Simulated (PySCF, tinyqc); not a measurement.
RHF in the 3-21g basis, for H3+, spin multiplicity 1, step by step. The lowest restricted solution is unstable here: a spin-polarised one lies 0.0192 hartree lower (PySCF). One step of it, computed by the program tinyqc.

Problem. Iteration 3: diagonalisation and new density. Diagonalise F' = X^T F X, C = X C', fill 1 alpha and 1 beta electrons from the bottom; D = 2 C_occ C_occ^T. Each column has its largest component positive (the first on a tie).

Fock matrix F (hartree):
```
           1H 1s      1H 2s      2H 1s      2H 2s      3H 1s      3H 2s
1H 1s  -0.049414  -0.595680  -0.189194  -0.326553  -0.189194  -0.326553
1H 2s  -0.595680  -0.621340  -0.312605  -0.415327  -0.312605  -0.415327
2H 1s  -0.189194  -0.312605  -0.042738  -0.484342  -0.031982  -0.071922
2H 2s  -0.326553  -0.415327  -0.484342  -0.443696  -0.071922  -0.155537
3H 1s  -0.189194  -0.312605  -0.031982  -0.071922  -0.042738  -0.484342
3H 2s  -0.326553  -0.415327  -0.071922  -0.155537  -0.484342  -0.443696
```

X:
```
           1H 1s      1H 2s      2H 1s      2H 2s      3H 1s      3H 2s
1H 1s   1.257399  -0.538181   0.024990   0.054289   0.024990   0.054289
1H 2s  -0.538181   1.667392   0.040820  -0.468681   0.040820  -0.468681
2H 1s   0.024990   0.040820   1.241207  -0.485909  -0.002641  -0.006169
2H 2s   0.054289  -0.468681  -0.485909   1.432235  -0.006169   0.136009
3H 1s   0.024990   0.040820  -0.002641  -0.006169   1.241207  -0.485909
3H 2s   0.054289  -0.468681  -0.006169   0.136009  -0.485909   1.432235
```

Give: F' = X^T F X; orbital energies; coefficients C; D after iteration 3.

Solution.

F' = X^T F X (hartree):
```
        1       2       3       4       5       6
1   0.494  -0.697  -0.025  -0.082  -0.025  -0.082
2  -0.697   0.007  -0.104  -0.198  -0.104  -0.198
3  -0.025  -0.104   0.393  -0.572  -0.016   0.002
4  -0.082  -0.198  -0.572   0.011   0.002  -0.015
5  -0.025  -0.104  -0.016   0.002   0.393  -0.572
6  -0.082  -0.198   0.002  -0.015  -0.572   0.011
```

orbital energies (hartree): MO1 -0.779, MO2 -0.388, MO3 -0.133, MO4 0.790, MO5 0.823, MO6 0.994

coefficients C:
```
         MO1     MO2     MO3     MO4     MO5     MO6
1H 1s  0.227   0.000   0.210   0.036   0.000  -1.335
1H 2s  0.478   0.000   0.972  -0.527   0.000   1.436
2H 1s  0.164   0.239  -0.178  -0.911   0.912  -0.035
2H 2s  0.219   0.545  -0.693   0.964  -0.811  -0.340
3H 1s  0.164  -0.239  -0.178  -0.911  -0.912  -0.035
3H 2s  0.219  -0.545  -0.693   0.964   0.811  -0.340
```

D after iteration 3:
```
       1H 1s  1H 2s  2H 1s  2H 2s  3H 1s  3H 2s
1H 1s  0.103  0.217  0.074  0.099  0.074  0.099
1H 2s  0.217  0.457  0.156  0.209  0.156  0.209
2H 1s  0.074  0.156  0.054  0.072  0.054  0.072
2H 2s  0.099  0.209  0.072  0.096  0.072  0.096
3H 1s  0.074  0.156  0.054  0.072  0.054  0.072
3H 2s  0.099  0.209  0.072  0.096  0.072  0.096
```
